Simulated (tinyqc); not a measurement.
Buckled dimers of a reconstructed (001) surface, two dangling bonds a dimer: sweeps and comparisons. A value that a table varies takes the place of the one given here.

In a dimer one atom moves up by z and the other down by z; the dangling bond of the up atom (more s-like) falls by gm z and that of the down atom rises by gm z. With all dimers tilted alike: H(k) = [[-gm z - 2 ta cos k, -tp - 2 tx cos k], [., gm z - 2 ta cos k]], k along the row in 1/a. Two electrons a dimer fill the lowest N of the 2N levels on the mesh k_j = (j + 1/2) pi/N. Total energy a dimer: W(z) = (2/N) sum of the filled levels + kf z^2. Repulsion between electrons is left out.

Parameters, chosen for this exercise (of the size met on Si(001); not measured data): tp = 0.22 eV (pi coupling inside a dimer); ta = 0.11 eV (coupling between like atoms along the row); tx = 0.03 eV (diagonal coupling along the row); gm = 2.37 eV/angstrom (shift of a dangling bond with height); kf = 9.4 eV/angstrom^2 (force constant of buckling); N = 8 (k points).

## Energy against buckling

W relative to z = 0; gap as lowest upper less highest lower level on 201 points from 0 to pi.

Per dimer (eV):
```
z (angstrom)  band energy  elastic        W     gap
0.00               0.0000   0.0000   0.0000  0.0000
0.05              -0.0614   0.0235  -0.0379  0.0631
0.10              -0.2098   0.0940  -0.1158  0.2128
0.15              -0.3993   0.2115  -0.1878  0.4024
0.20              -0.6080   0.3760  -0.2320  0.6108
0.30              -1.0507   0.8460  -0.2047  1.0529
0.40              -1.5081   1.5040  -0.0041  1.5099
0.50              -1.9719   2.3500   0.3781  1.9734
0.60              -2.4391   3.3840   0.9449  2.4403
```

W is lowest at z = 0.2 among these rows (-0.2320 eV). The band energy falls as z^2 at first and linearly, as -2 gm z, once gm z is far above tp, so the elastic term always wins at large z. The bands just touch at z = 0 and part as soon as the dimer tilts.

## Strong pi bonds keep dimers flat

tp is varied; z minimises W on 0 to 1 angstrom; gap on 201 points; charge moved: the mean of gm z/sqrt((gm z)^2 + h^2) over the mesh, h the off-diagonal element.

Against tp:
```
tp (eV)  z (angstrom)  gain (eV)  gap (eV)  charge moved (e)
0.10           0.2480     0.3067    0.7582             0.984
0.20           0.2371     0.2593    0.7584             0.941
0.30           0.2179     0.1504    0.7588             0.864
0.45           0.1665     0.0377    0.7598             0.661
0.60           0.0107     0.0000    0.7611             0.043
0.80           0.0000     0.0000    1.1600             0.000
1.00           0.0000     0.0000    1.5600             0.000
1.30           0.0000     0.0000    2.1600             0.000
1.60           0.0000     0.0000    2.7600             0.000
```

Dimers buckle for tp up to 0.6 eV among these rows; for an isolated dimer the limit is gm^2/kf = 0.598 eV. While buckled, the splitting, on average over k, stays near 2 gm^2/kf = 1.195 eV whatever tp is, and beyond the limit it follows 2 tp; the gap is smaller by the width of the bands, about 4 ta = 0.44 eV.

## Tilting alike or in alternation

Alternation doubles the cell: sites L1, R1, L2, R2 with levels -gm z, +gm z, +gm z, -gm z, -tp inside a dimer, -2 ta cos k between L1-L2 and R1-R2, -2 tx cos k between L1-R2 and R1-L2, on k_j = (j + 1/2) pi/(2N); the lowest half of the levels is filled. Energies a dimer; gaps on these meshes.

Two patterns:
```
z (angstrom)  W alike (eV)  W alternating (eV)  difference (meV)  gap alike (eV)  gap alternating (eV)
0.05               -0.4779             -0.5094             -31.5          0.0715                0.2330
0.10               -0.5558             -0.5967             -41.0          0.2210                0.4656
0.15               -0.6278             -0.6670             -39.3          0.4106                0.6981
0.20               -0.6720             -0.7070             -35.1          0.6190                0.9306
0.30               -0.6447             -0.6719             -27.2          1.0612                1.3953
0.40               -0.4441             -0.4658             -21.7          1.5182                1.8605
0.50               -0.0619             -0.0798             -17.9          1.9817                2.3254
```

The lowest W listed is -0.6720 eV for like tilts and -0.7070 eV for alternation; the difference at equal z runs from -41.0 to -17.9 meV. With alternation ta joins filled up atoms to empty down atoms and gains energy in second order, about 2 ta^2/(gm z) a dimer at large z, while tx does so for like tilts; here ta = 0.11 and tx = 0.03 eV. At z = 0.3 the gap is 1.061 eV alike and 1.395 eV alternating.

## What each parameter does

z minimises W on 0 to 1 angstrom; gain over flat dimers; gap on 201 points from 0 to pi. Each row changes one parameter from the base and keeps the others.

Results:
```
case                     z (angstrom)  gain (eV)  gap (eV)
base                           0.2340     0.2411    0.7585
tp = 0.187 eV                  0.2390     0.2704    0.7584
ta = 0.14 eV                   0.2340     0.2074    0.6385
tx = 0.06 eV                   0.2328     0.2490    0.7687
gm = 2.56 eV/angstrom          0.2581     0.3289    0.9572
kf = 8.46 eV/angstrom^2        0.2639     0.2992    0.8909
```

The largest shifts from the base row, up to three for each result and ties (the steps differ in size, so this ranks the rows, not the parameters). z (angstrom): kf +0.0299, gm +0.0240, tp +0.0050; unchanged at the printed digits by ta. gain (eV): gm +0.0878, kf +0.0581, ta -0.0337. gap (eV): gm +0.1987, kf +0.1324, ta -0.1200.

Computed by tinyqc, a small Python program: `OMP_NUM_THREADS=1 python tinyqc.py 1452620 1452621 out.jsonl` (the numbers bound the seed that draws the inputs); one thread of a shared host (Intel(R) Xeon(R) Processor @ 2.30GHz), about 0.02 s for the whole set of steps.
